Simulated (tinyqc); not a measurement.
Worked calculation (part 2 of 2): CCSD on RHF in the sto-3g basis, frozen core, for BeH2, spin multiplicity 1. Computed by tinyqc, a small Python program that keeps every step (integrals from PySCF). Command: `OMP_NUM_THREADS=1 python tinyqc.py 24499 24500 out.jsonl` (the two numbers bound the seeds that draw the settings). One thread of a shared host (Intel(R) Xeon(R) Processor @ 2.60GHz), about 0.3 s of CPU time with the checks.

Geometry (angstrom):
```
atom        x         y        z
Be    0.00000   0.00000  0.00000
H     0.00000   1.52300  0.12200
H     0.00000  -1.47800  0.11800
```

## CCSD: amplitude update 3

Amplitudes after update 2 (spin orbitals 1a, 1b, ...; amplitudes related by a flip of all spins are not repeated; the 24 largest):
```
from      to         t
3a 3b  6a 6b  -0.08759
2a 2b  6a 6b  -0.06956
2a 3b  6a 7b  -0.05804
3a 3b  7a 7b  -0.05167
2a 2b  4a 4b  -0.05061
2a 2b  5a 5b  -0.04994
2a 3b  6b 7a   0.04949
2a 2b  7a 7b  -0.03595
3a 3b  4a 6b   0.01468
3a 3b  6a 7b  -0.01214
2a 3b  4a 7b   0.01171
2a 2b  6a 7b   0.01133
2a 3b  4b 7a  -0.00901
2a 3a  6a 7a  -0.00856
2a        6a   0.00813
3a 3b  4a 4b  -0.00655
2a 3b  5a 5b  -0.00474
2a 3b  4a 4b  -0.00464
2a 3b  7a 7b   0.00430
2a        4a  -0.00429
2a 2b  4a 6b   0.00423
2a 3b  6a 6b  -0.00408
3a 3b  5a 5b  -0.00389
2a 3a  4a 7a   0.00270
```

Two-electron integrals over orbitals (pq|rs), unique and non-zero (hartree); the lowest 1 orbital is frozen and left out:
```
(22|22) 0.38840     (32|22) -0.03553    (32|32) 0.15312     (33|22) 0.38550
(33|32) 0.02923     (33|33) 0.42168     (42|22) 0.00775     (42|32) -0.00126
(42|33) 0.00854     (42|42) 0.04773     (43|22) -0.00185    (43|32) 0.01167
(43|33) 0.00338     (43|42) 0.00336     (43|43) 0.01473     (44|22) 0.35609
(44|32) 0.00005     (44|33) 0.34009     (44|42) -0.02370    (44|43) -0.00293
(44|44) 0.45193     (52|52) 0.04744     (53|52) 0.00341     (53|53) 0.01332
(54|52) -0.00792    (54|53) -0.00086    (54|54) 0.02528     (55|22) 0.35746
(55|32) 0.00005     (55|33) 0.34025     (55|42) -0.00861    (55|43) -0.00129
(55|44) 0.40042     (55|55) 0.44986     (62|22) -0.01790    (62|32) 0.01059
(62|33) -0.03912    (62|42) -0.00381    (62|43) 2.69e-05    (62|44) 0.05845
(62|55) 0.06264     (62|62) 0.08031     (63|22) 0.01839     (63|32) -0.08885
(63|33) -0.02321    (63|42) -4.57e-05   (63|43) -0.01014    (63|44) 0.00990
(63|55) 0.01045     (63|62) 0.00471     (63|63) 0.08569     (64|22) 0.00220
(64|32) -0.00058    (64|33) -0.00382    (64|42) 0.04105     (64|43) 0.00464
(64|44) -0.00258    (64|55) 0.00672     (64|62) 0.01910     (64|63) 0.00314
(64|64) 0.04580     (65|52) 0.04579     (65|53) 0.00527     (65|54) -0.00509
(65|65) 0.04878     (66|22) 0.38123     (66|32) 0.00713     (66|33) 0.39438
(66|42) 0.02128     (66|43) 0.00308     (66|44) 0.35239     (66|55) 0.35736
(66|62) -0.02375    (66|63) -0.00851    (66|64) 0.01301     (66|66) 0.40459
(72|22) 0.01000     (72|32) -0.03993    (72|33) -0.00432    (72|42) 0.00263
(72|43) -0.00981    (72|44) -0.00816    (72|55) -0.00831    (72|62) -0.01488
(72|63) 0.05967     (72|64) -0.00123    (72|66) 0.00057     (72|72) 0.05823
(73|22) -0.00092    (73|32) 0.00105     (73|33) -0.01804    (73|42) -0.01379
(73|43) -0.00241    (73|44) 0.06636     (73|55) 0.06700     (73|62) 0.07425
(73|63) 0.01478     (73|64) 0.00913     (73|66) -0.02106    (73|72) -0.00717
(73|73) 0.08487     (74|22) 0.00487     (74|32) -0.02281    (74|33) -0.00482
(74|42) -0.00293    (74|43) 0.01136     (74|44) 0.00039     (74|55) -1.86e-05
(74|62) -0.00192    (74|63) 0.01433     (74|64) -0.00098    (74|66) -0.00186
(74|72) 0.00431     (74|73) -0.00031    (74|74) 0.02052     (75|52) -0.00324
(75|53) 0.01310     (75|54) 0.00023     (75|65) -0.00128    (75|75) 0.01690
(76|22) -0.02922    (76|32) 0.13494     (76|33) 0.02912     (76|42) -0.00189
(76|43) 0.01308     (76|44) -0.00011    (76|55) -0.00040    (76|62) 0.00801
(76|63) -0.08962    (76|64) -0.00153    (76|66) 0.00852     (76|72) -0.04926
(76|73) -0.00067    (76|74) -0.01985    (76|76) 0.13335     (77|22) 0.40895
(77|32) -0.01207    (77|33) 0.42098     (77|42) 0.00196     (77|43) -0.00088
(77|44) 0.38166     (77|55) 0.38074     (77|62) -0.02324    (77|63) 0.00533
(77|64) -0.00482    (77|66) 0.41498     (77|72) 0.00581     (77|73) 0.00081
(77|74) 0.00150     (77|76) -0.00849    (77|77) 0.46236
```

orbital energies (hartree): [-4.52953, -0.42819, -0.38544, 0.21029, 0.21385, 0.38825, 0.75171]

t_i^a D_i^a and t_ij^ab D_ij^ab are set to the remaining terms of the spin-orbital equations, evaluated with the old amplitudes; for the doubles these are <ij||ab> + 1/2 <ab||ef> t_ij^ef + 1/2 <mn||ij> t_mn^ab + P(ij)P(ab) <mb||ej> t_im^ae + terms in t^2 + terms with t1, D the orbital-energy denominators.

Amplitudes after update 3 (spin orbitals 1a, 1b, ...; amplitudes related by a flip of all spins are not repeated; the 24 largest):
```
from      to         t
3a 3b  6a 6b  -0.09243
2a 2b  6a 6b  -0.07104
2a 3b  6a 7b  -0.05999
3a 3b  7a 7b  -0.05276
2a 2b  4a 4b  -0.05216
2a 2b  5a 5b  -0.05143
2a 3b  6b 7a   0.05133
2a 2b  7a 7b  -0.03704
3a 3b  4a 6b   0.01614
3a 3b  6a 7b  -0.01254
2a 3b  4a 7b   0.01217
2a 2b  6a 7b   0.01166
2a        6a   0.00957
2a 3b  4b 7a  -0.00943
2a 3a  6a 7a  -0.00866
2a        4a  -0.00535
2a 3b  5a 5b  -0.00510
2a 3b  4a 4b  -0.00499
3a 3b  4a 4b  -0.00471
2a 2b  4a 6b   0.00442
2a 3b  7a 7b   0.00436
2a 3b  6a 6b  -0.00401
2a 3a  4a 7a   0.00274
3a        7a  -0.00258
```

correlation energy = -0.0423749 hartree

## CCSD: convergence

E_corr = 1/4 sum <ij||ab> t_ij^ab + 1/2 sum <ij||ab> t_i^a t_j^b; stop when the norm of the change is below 1e-8.

Course of the amplitude iterations:
```
update  correlation energy (hartree)  norm of the change
0                         -0.0277557                   -
1                         -0.0374329            9.11e-02
2                         -0.0410066            3.67e-02
3                         -0.0423749            1.59e-02
4                         -0.0429197            7.39e-03
5                         -0.0431450            3.71e-03
6                         -0.0432420            1.99e-03
7                         -0.0432856            1.12e-03
8                         -0.0433061            6.49e-04
9                         -0.0433162            3.82e-04
10                        -0.0433214            2.26e-04
11                        -0.0433241            1.35e-04
12                        -0.0433257            8.05e-05
13                        -0.0433265            4.81e-05
...                              ...                 ...
17                        -0.0433276            6.21e-06
18                        -0.0433276            3.72e-06
19                        -0.0433277            2.23e-06
20                        -0.0433277            1.34e-06
21                        -0.0433277            8.06e-07
22                        -0.0433277            4.84e-07
23                        -0.0433277            2.91e-07
24                        -0.0433277            1.75e-07
25                        -0.0433277            1.05e-07
26                        -0.0433277            6.34e-08
27                        -0.0433277            3.82e-08
28                        -0.0433277            2.31e-08
29                        -0.0433277            1.39e-08
30                        -0.0433277            8.44e-09
```

Converged amplitudes (spin orbitals 1a, 1b, ...; amplitudes related by a flip of all spins are not repeated; the 24 largest):
```
from      to         t
3a 3b  6a 6b  -0.09738
2a 2b  6a 6b  -0.07072
2a 3b  6a 7b  -0.06136
2a 2b  4a 4b  -0.05408
2a 2b  5a 5b  -0.05329
3a 3b  7a 7b  -0.05287
2a 3b  6b 7a   0.05219
2a 2b  7a 7b  -0.03775
3a 3b  4a 6b   0.01785
3a 3b  6a 7b  -0.01272
2a 3b  4a 7b   0.01264
2a 2b  6a 7b   0.01181
2a        6a   0.01141
2a 3b  4b 7a  -0.00980
2a 3a  6a 7a  -0.00917
2a        4a  -0.00688
2a 3b  5a 5b  -0.00553
2a 3b  4a 4b  -0.00541
2a 2b  4a 6b   0.00440
2a 3b  7a 7b   0.00432
3a        7a  -0.00364
2a 3b  6a 6b  -0.00364
2a 3a  4a 7a   0.00284
3a 3b  4a 4b  -0.00263
```

CCSD total energy = -15.5732696 hartree

T1 diagnostic, norm of the one-spin t1 over sqrt(correlated electrons) = 0.00695

Converged in 30 updates.
